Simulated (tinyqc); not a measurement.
All hoppings scaled: three-band tight binding of a dichalcogenide monolayer.

Inputs chosen for the exercise (near a published set for monolayer WSe2; shifted at random, so the results belong to these values and not to a real crystal): e1 = 0.939 eV (level of dz2); e2 = 2.198 eV (level of dxy and dx2-y2); t0 = -0.205 eV (hopping); t1 = 0.467 eV (hopping); t2 = 0.494 eV (hopping); t11 = 0.268 eV (hopping); t12 = 0.324 eV (hopping); t22 = 0.033 eV (hopping); lam = 0.226 eV (spin-orbit constant).

The six hoppings are multiplied by f; e1, e2 and lam stay (real strain also moves e1 and e2, so this is no model of it). Closed forms: Ev(K) = e2 - (3/2)(t11 + t22) - 3 sqrt3 t12 + lam, Ec(K) = e1 - 3 t0, Ev(Gamma) = e1 + 6 t0.

Gaps (eV):
```
f     direct gap at K  Ev(K) - Ev(Gamma)  Ec(K) - top of valence band
0.85           0.8525             0.7157                       0.8525
0.90           0.9900             0.6705                       0.9900
0.94           1.1001             0.6342                       1.1001
0.97           1.1826             0.6071                       1.1826
1.00           1.2651             0.5799                       1.2651
1.03           1.3476             0.5528                       1.3476
1.06           1.4301             0.5256                       1.4301
1.10           1.5401             0.4894                       1.5401
```

The direct gap changes by +27.5 meV for each per cent of f. The top of the valence band stays at K over the range.

(tinyqc, `OMP_NUM_THREADS=1 python tinyqc.py 1482394 1482395 out.jsonl`, Intel(R) Xeon(R) Processor @ 2.30GHz, 1 thread, shared host, about 0.01 s.)
